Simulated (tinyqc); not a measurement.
From results back to parameters: optical gain and spontaneous emission in a bulk direct-gap semiconductor.

Problem. The gain spectrum crosses zero at E0 = Eg + Fc + Fv; n = p is hidden.

F_j(eta) = (1/Gamma(j + 1)) integral_0^infinity x^j dx/(1 + exp(x - eta)), which tends to exp(eta) for eta << 0.

Quasi-Fermi levels: n = Nc F_1/2(Fc/kT) and p = Nv F_1/2(Fv/kT), Fc counted up from the conduction edge and Fv down from the valence edge; Nc, Nv from N = 2 (m kB T/(4 pi c))^(3/2) with c = hbar^2/2m0, in 1/angstrom^3; times 1e24 for 1/cm^3, with me and (mhh^(3/2) + mlh^(3/2))^(2/3).

Constants: hbar^2/2m0 = 3.80998211 eV angstrom^2; kB = 8.617333262e-05 eV/K.

Parameters, chosen for this exercise (near those of GaN; the results hold for these values, not for the real material):
```
symbol  value   unit  meaning
Eg      3.486   eV    direct gap
me      0.2063  m0    electron mass
mhh     1.455   m0    heavy-hole mass
mlh     0.3     m0    light-hole mass
T       250     K
```

E0 = 3.51647 eV

Find: Fc; Fv; n.

Solution. Fc + Fv rises steadily with n, so one n gives E0 - Eg; solve by bisection on ln n.

Fc = 0.062 eV
Fv = -0.032 eV
n = 7.7e+18 1/cm^3

Run: tinyqc, `OMP_NUM_THREADS=1 python tinyqc.py 1682717 1682718 out.jsonl`; Intel(R) Xeon(R) Processor @ 2.30GHz, one thread, shared host; about 0.08 s of CPU time with all checks.
